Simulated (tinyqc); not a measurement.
Admittance spectroscopy and thermally stimulated current of one trap level in a depletion layer. From one set of inputs to another, one input at a time. Computed by tinyqc, a small Python program. Command: `OMP_NUM_THREADS=1 python tinyqc.py 3111572 3111573 out.jsonl admit ladder`. One thread of a shared host (Intel(R) Xeon(R) Processor @ 2.30GHz), about 0.01 s of CPU time with the checks.

A Schottky junction on n-type material holds one donor-like electron trap; shallow donors are fully ionised and abrupt depletion edges are assumed.

The inputs printed are set A. Set A is modelled on n-type GaAs; the values taken over come from a set modelled on n-type silicon. Inputs not listed in the table keep their values of set A, so the rows need not describe a real material.

Inputs (values chosen for the exercise, modelled on n-type GaAs):

| quantity | value | unit |
|---|---|---|
| dielectric constant eps | 12.9 | - |
| density-of-states mass m | 0.0646 | m_0 |
| shallow doping N | 9e+15 | 1/cm^3 |
| trap density N_t | 8e+14 | 1/cm^3 |
| trap depth E_t below the band | 0.26 | eV |
| capture cross section sigma | 1.7e-14 | cm^2 |
| band bending V_b | 0.96 | V |
| test frequency f | 1000 | Hz |
| heating rate beta | 0.051 | K/s |

Constants: k_B = 1.380649e-23 J/K; m_0 = 9.1093837015e-31 kg; h = 6.62607015e-34 J s; k_B = 8.617333262e-05 eV/K; eps_0 = 8.8541878128e-12 F/m; e = 1.602176634e-19 C.

Method:
- N_c = 2 (2 pi m k_B T/h^2)^(3/2), v_th = sqrt(3 k_B T/m), emission rate e_n = sigma v_th N_c exp(-E_t/(k_B T)).
- Where the level crosses the Fermi level capture equals emission, so the trap follows the signal with the rate 2 e_n; G/omega peaks at omega = 2 e_n (the correction for large N_t/N is left out).
- Solve 2 e_n(T_p) = 2 pi f.
- With E_c - E_F = k_B T_p ln(N_c/N): lambda = sqrt(2 eps eps_0 (E_t - (E_c - E_F))/(e^2 N)); traps are empty and charged for x < x_t = w - lambda, and V_b = e (N w^2 + N_t x_t^2)/(2 eps eps_0). High frequency: C_hf = eps eps_0/w. Low frequency: C_lf = eps eps_0 (N + N_t)/(N w + N_t x_t).
- Thermally stimulated current without retrapping: filled share n(T) = exp(-(1/beta) int e_n dT), current proportional to e_n n; the peak obeys beta (E_t/(k_B T^2) + 2/T) = e_n(T). The integral starts at 0.5 T_m and uses 4000 trapezoid steps to 1.2 T_m.
- Chen's first-order estimate from the full width W = T_2 - T_1 between the half-height points: E = 2.52 k_B T_m^2/W - 2 k_B T_m.

Each row keeps all changes above it:

| input moved | from | to | peak temperature T_p (K) | step (C_lf - C_hf)/C_hf | peak temperature T_m (K) |
|---|---|---|---|---|---|
| set A | - | - | 173.86 | 0.04068 | 105.43 |
| test frequency f (Hz) | 1000 | 400000 | 249.64 | 0.03755 | 105.43 |
| capture cross section sigma (cm^2) | 1.7e-14 | 5.2e-14 | 231.19 | 0.03837 | 101.92 |
| shallow doping N (1/cm^3) | 9e+15 | 1.2e+15 | 231.19 | 0.21191 | 101.92 |
| band bending V_b (V) | 0.96 | 0.85 | 231.19 | 0.22619 | 101.92 |
| density-of-states mass m (m_0) | 0.0646 | 1.09 | 194.30 | 0.18351 | 93.97 |
| heating rate beta (K/s) | 0.051 | 0.15 | 194.30 | 0.18351 | 96.86 |
| trap density N_t (1/cm^3) | 8e+14 | 5.6e+13 | 194.30 | 0.01586 | 96.86 |

Where does the difference come from?

Peak temperature T_p goes from 174 to 194, a factor 1.12 in all. The largest single move comes from test frequency f (a factor 1.44), and density-of-states mass m works against it (a factor 0.840). Step (C_lf - C_hf)/C_hf goes from 0.0407 to 0.0159, a factor 0.390 in all. The largest single move comes from trap density N_t (a factor 0.0864), and shallow doping N works against it (a factor 5.52). Peak temperature T_m goes from 105 to 96.9, a factor 0.919 in all. The largest single move comes from density-of-states mass m (a factor 0.922), and heating rate beta works against it (a factor 1.03). The single moves hold for this order of the switches; the total does not depend on the order.

Caution (rows shallow doping N, band bending V_b, density-of-states mass m, heating rate beta): N_t/N is not small, so the peak moves away from omega = 2 e_n.

Extremes, crossings and ranges named in words are read from the listed rows.
